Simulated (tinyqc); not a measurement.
Trap-assisted generation and recombination current of an abrupt junction: one step, computed by the program tinyqc.

Depletion approximation, flat quasi-Fermi levels across the depleted layer, long neutral regions with minority lifetimes tau_n and tau_p, full ionisation and Boltzmann statistics. Voltages in exponents stand for e V.

Problem. Built-in voltage and diffusion current. N_c = 2 M_c (2 pi m_e k_B T/h^2)^(3/2) and N_v = 2 (2 pi m_h k_B T/h^2)^(3/2), masses in units of m_0. n_i = sqrt(N_c N_v) exp(-E_g/2 k_B T); V_bi = (k_B T/e) ln(N_A N_D/n_i^2); diffusion saturation current J_d0 = e n_i^2 [sqrt(D_n/tau_n)/N_A + sqrt(D_p/tau_p)/N_D].

Inputs (values chosen for the exercise, with bands and screening modelled on GaSb):
```
quantity                              value    unit
gap E_g                               0.732      eV
electron mass m_e                    0.0386     m_0
valleys M_c                               1       -
hole mass m_h                         0.415     m_0
acceptor density N_A                9.2e+16   cm^-3
donor density N_D                   2.6e+18   cm^-3
capture time tau_n                  1.4e-05       s
capture time tau_p                  2.6e-09       s
electron diffusion coefficient D_n       21  cm^2/s
hole diffusion coefficient D_p          1.1  cm^2/s
temperature T                           300       K
```

Field enhancement: Hurkx tunnelling factor.

Constants: k_B = 8.617333262e-05 eV/K; m_0 = 9.1093837015e-31 kg; k_B = 1.380649e-23 J/K; h = 6.62607015e-34 J s; e = 1.602176634e-19 C.

Give: k_B T; n_i; V_bi; J_d0.

Solution.

k_B T = 0.025852 eV

n_i = 8.0264e+11 cm^-3

V_bi = 0.68870 V

J_d0 = 2.1906e-09 A/cm^2

Caution: one side is doped near or above its effective density of states, so Boltzmann statistics understate V_bi.
